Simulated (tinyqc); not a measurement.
Defect-molecule model of a vacancy with Jahn-Teller distortion, step by step. Values are carried at full precision from step to step, so a last printed digit may differ when a step is redone from the rounded ones.

Four dangling hybrids a, b, c, d point into the vacancy: H_ii = E0, and -gm between any two. A tetragonal distortion Q pairs a with b and c with d: those two couplings become -gm - I Q and the other four -gm + I Q/2, at an elastic cost k Q^2/2. The a1 level holds two electrons; charge states 2+, + and 0 put n = 0, 1, 2 more into the lowest level of t2 origin. Energy from the 2+ state at Q = 0, with the Fermi level mu counted from Ev: W_n(Q) = n (et - 2 I Q) + k Q^2/2 + Uc n (n - 1)/2 - n mu. et = E0 + gm is the undistorted t2 level.

Parameters, chosen for this exercise (of the size used for the vacancy in silicon; not measured data):
```
symbol  value  unit           meaning
E0      -0.05  eV             level of a dangling hybrid, from Ev
gm      0.36   eV             coupling between two dangling hybrids
I       1.06   eV/angstrom    Jahn-Teller coupling
k       17.9   eV/angstrom^2  force constant of the mode
Uc      0.2    eV             repulsion of two electrons in one orbital
Q       0.19   angstrom       a trial distortion
```

## The molecule at a trial distortion

Fill in H at Q.

H (eV), rows a, b, c, d and columns alike:
```
[[-0.0500, -0.5614, -0.2593, -0.2593],
 [-0.5614, -0.0500, -0.2593, -0.2593],
 [-0.2593, -0.2593, -0.0500, -0.5614],
 [-0.2593, -0.2593, -0.5614, -0.0500]]
```

## One-electron levels

Diagonalise. By symmetry: a + b + c + d at E0 - 3 gm, a + b - c - d at E0 + gm - 2 I Q, and the pair a - b, c - d at E0 + gm + I Q.

levels (eV): [-1.1300, -0.0928, 0.5114, 0.5114]

The t2 triplet has split by 3 I Q = 0.6042 eV, and its centre has stayed.

## Relaxed charge states

Minimise W_n over Q: Q_n = 2 n I/k, gain n^2 E_JT with E_JT = 2 I^2/k. W_n at mu = 0 is n et - n^2 E_JT + Uc n (n - 1)/2.

E_JT = 0.1255 eV

States:
```
n  charge  Q_n (angstrom)  gain (eV)  W_n (eV)
0      2+          0.0000     0.0000    0.0000
1       +          0.1184     0.1255    0.1845
2       0          0.2369     0.5022    0.3178
```

## Transition levels and the effective U

From the energies W_n of the relaxed states with n = 0, 1, 2 electrons: E(2+/+) = W1 - W0, E(+/0) = W2 - W1, U_eff = E(+/0) - E(2+/+), E(2+/0) = (W2 - W0)/2.

levels above Ev (eV): (2+/+) 0.1845, (+/0) 0.1334, (2+/0) 0.1589

U_eff = -0.0511 eV

U_eff < 0: the second electron is bound more strongly than the first, the + state is never the lowest, and the charge changes by two at 0.1589 eV.

## Vertical against thermal levels

At fixed Q the level for adding the first electron is et - 2 I Q. Capture into 2+ at Q0 = 0 costs et; removal from + at Q1 = 2 I/k takes place at et - 2 E_JT, E_JT = 2 I^2/k; the thermal level lies between, and the Franck-Condon shift is E_JT on each side. et = E0 + gm.

levels (eV): vertical at Q0 0.3100, thermal 0.1845, vertical at Q1 0.0589

Stokes shift = 0.2511 eV

## Checks

- W2 from the formula against a numerical minimum over Q with the level from H(Q): both 0.31783.

Program tinyqc; command `OMP_NUM_THREADS=1 python tinyqc.py 1452331 1452332 out.jsonl`; about 0.01 s on one thread of a shared Intel(R) Xeon(R) Processor @ 2.30GHz.
